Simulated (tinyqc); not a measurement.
# On-chip interconnect, size-dependent resistivity and RC delay: course in time

A rectangular line between two neighbours and two ground planes. Surface and grain-boundary scattering are added to the bulk resistivity as corrections; capacitances are parallel-plate values without fringing; inductance is ignored.

6 equal pi sections: series Rs = r Lw/6; node capacitances c Lw/6, halved at nodes 0 and 6, with Cl added to node 6; Rd feeds node 0. Elmore delay of node k: the sum, over the resistors on the path to k, of resistance times all capacitance downstream of it.

A 1 V step is applied behind Rd at t = 0. C dv/dt = -G v + b, with G the conductance matrix of the ladder (1/Rs between neighbours, 1/Rd added at node 0) and b = (1 V/Rd, 0, ...). Trapezoidal step: (C/dt + G/2) v(new) = (C/dt - G/2) v + b. The last column solves the same ladder exactly by its modes.

Inputs (values chosen for the exercise):
- Rd = 20000 ohm (driver resistance)
- dt = 14 ps (time step)

Rs = 266.339 ohm

| node | C (fF) |
|---|---|
| 0 | 0.147611 |
| 1 | 0.295221 |
| 2 | 0.295221 |
| 3 | 0.295221 |
| 4 | 0.295221 |
| 5 | 0.295221 |
| 6 | 0.367611 |

Voltages (V):

| t (ps) | node 0 | node 3 | node 6 | node 6, exact |
|---|---|---|---|---|
| 14.000 | 0.33955 | 0.28951 | 0.26896 | 0.27910 |
| 28.000 | 0.48728 | 0.49901 | 0.50215 | 0.48756 |
| 42.000 | 0.67870 | 0.64245 | 0.62952 | 0.63573 |
| 56.000 | 0.73307 | 0.74955 | 0.75327 | 0.74106 |
| 70.000 | 0.84781 | 0.81952 | 0.81130 | 0.81594 |
| 84.000 | 0.85745 | 0.87534 | 0.87857 | 0.86916 |
| 98.000 | 0.93175 | 0.90836 | 0.90319 | 0.90699 |
| 112.00 | 0.92072 | 0.93851 | 0.94088 | 0.93389 |
| 126.00 | 0.97310 | 0.95292 | 0.94984 | 0.95300 |
| 140.00 | 0.95320 | 0.97022 | 0.97168 | 0.96659 |
| 154.00 | 0.99320 | 0.97529 | 0.97366 | 0.97625 |
| 168.00 | 0.97010 | 0.98613 | 0.98677 | 0.98312 |

What does the table show?

The far end of the ladder reaches 0.5 V at 29.01 ps, 0.697 of its Elmore delay (ln 2 = 0.693 for a single pole); the slowest mode has a time constant of 41.02 ps. The largest error of the trapezoidal steps at that node is 15 mV. Node 0 swings up and down from step to step: the trapezoidal rule does not damp modes much faster than dt, so these swings are numerical.

Range of the model: The metal width is under the mean free path, where the thick-limit surface term and the simple sum of corrections lose accuracy.

Computed by the program tinyqc: `OMP_NUM_THREADS=1 python tinyqc.py 2100130 2100131 out.jsonl`, one thread of a shared Intel Xeon 2.30GHz, about 0.01 s for the whole run.
